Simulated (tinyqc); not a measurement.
## Circuit elements from the admittance matrix

Inverse problem. Y belongs to a common-source circuit with y11 = i w (Cgs + Cgd), y12 = -i w Cgd, y21 = gm - i w Cgd, y22 = gds + i w (Cgd + Cd) and a resistance Rg in series with the gate; w = 2 pi f. Find Rg, Cgs + Cgd, Cgd, gm, gds and Cd.

Values chosen for this exercise:
```
symbol,value,unit,meaning
f,0.2,GHz,signal frequency
```

Y with Rg (mS):
```
,1,2
1,0.00000070204+0.01431498906i,-0.00000027116-0.00552920306i
2,0.06834963832-0.00553255508i,0.00088865363+0.01533226687i
```

Answer. 1/Y11 = Rg + 1/(i w (Cgs + Cgd)) gives Rg; removing it from Z11 returns the inner y, whose parts are read off.

Rg = 3.43 ohm
Cgs + Cgd = 11.4 fF
Cgd = 4.40 fF
gm = 0.0683 mS
gds = 8.89e-4 mS
Cd = 7.80 fF

tinyqc, about 0.01 s, one thread, Intel Xeon 2.30GHz (shared host): `OMP_NUM_THREADS=1 python tinyqc.py 2150068 2150069 out.jsonl`
